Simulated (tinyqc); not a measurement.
Nucleation and growth against temperature: classical nucleation, growth and JMAK kinetics of crystallisation from a melt or glass. Computed by tinyqc, a small Python program. Command: `OMP_NUM_THREADS=1 python tinyqc.py 3000448 3000449 out.jsonl nucl walk`. One thread of a shared host (Intel(R) Xeon(R) Processor @ 2.30GHz), about 0.01 s of CPU time with the checks.

A spherical nucleus cap on a flat wall with a sharp interface of isotropic energy gamma; lambda = Omega^(1/3) is the jump distance.

Inputs (values chosen for the exercise, for a model substance):
```
quantity                        value        unit
melting point T_m                1300           K
heat of melting per volume H     1360      J/cm^3
interface energy gamma          0.144       J/m^2
atomic volume Omega              24.9  angstrom^3
diffusion prefactor D0        6.4e-07       m^2/s
activation energy Q              1.67          eV
contact angle theta               100     degrees
wall area per volume S_v       340000         1/m
```

Nucleation: on a flat wall. Driving force: Turnbull (linear).

Constants: k_B = 1.380649e-23 J/K; k_B = 8.617333262e-05 eV/K.

Method:
- Driving force per volume: dG = H (T_m - T)/T_m.
- Shape factor f = (2 + cos theta)(1 - cos theta)^2/4.
- W(r) = f [4 pi r^2 gamma - (4/3) pi r^3 dG]; r* = 2 gamma/dG; W* = f 16 pi gamma^3/(3 dG^2); n* = f (4/3) pi r*^3/Omega.
- D = D0 exp(-Q/(k_B T)); attachment rate k+ = (A*/lambda^2) D/lambda^2 with A* = 2 pi r*^2 (1 - cos theta); Zeldovich factor Z = sqrt(W*/(3 pi k_B T))/n*; sites per volume N = S_v/lambda^2; I = N Z k+ exp(-W*/(k_B T)); lag time = 1/(4 pi Z^2 k+).
- Growth (Wilson-Frenkel): u = (D/lambda) [1 - exp(-dG Omega/(k_B T))].
- JMAK with steady nucleation and growth, nuclei spread at random: extended fraction X_e = (pi/3) I u^3 t^4, X = 1 - exp(-X_e); t_X = [-3 ln(1 - X)/(pi I u^3)]^(1/4); final grains per volume = Gamma(5/4) (3/pi)^(1/4) (I/u)^(3/4), Gamma(5/4) = 0.9064024771.
- Grain size = (grains per volume)^(-1/3). Rows are kept where W*/(k_B T) < 70.

Rates:
```
T (K)  W*/(k_B T)  I (1/(m^3 s))     u (m/s)   t_0.5 (s)  grain size (micrometre)
650         7.583     2.9711e+21  2.0943e-10  7.0176e+01               1.6902e-02
715         8.510     1.6845e+22  2.9188e-09  6.3049e+00               2.1163e-02
780         9.873     3.9500e+22  2.5423e-08  1.0049e+00               2.9380e-02
845        11.904     3.3684e+22  1.5321e-07  2.7188e-01               4.7903e-02
910        15.045     7.2201e+21  6.8529e-07  1.2991e-01               1.0238e-01
975        20.220     1.6311e+20  2.3862e-06  1.3146e-01               3.6075e-01
1040       29.620     4.5278e+16  6.6574e-06  4.7179e-01               3.6120e+00
1105       49.560     2.8766e+08  1.5003e-05  2.8730e+01               4.9570e+02
```

What follows from these numbers?

Among these rows I peaks at 780 K, u at 1105 K and the change is fastest at 910 K, between the two. Growth has no barrier W*, so it peaks nearer T_m than nucleation. The grain size goes as (u/I)^(1/4), from 0.017 micrometre at the lowest T to 500 at the highest. Caution: in the coldest rows the nucleus has under 20 atoms or the barrier is under 10 k_B T, where the capillary model and steady rates are only a guide.

Extremes, crossings and ranges named in words are read from the listed rows.
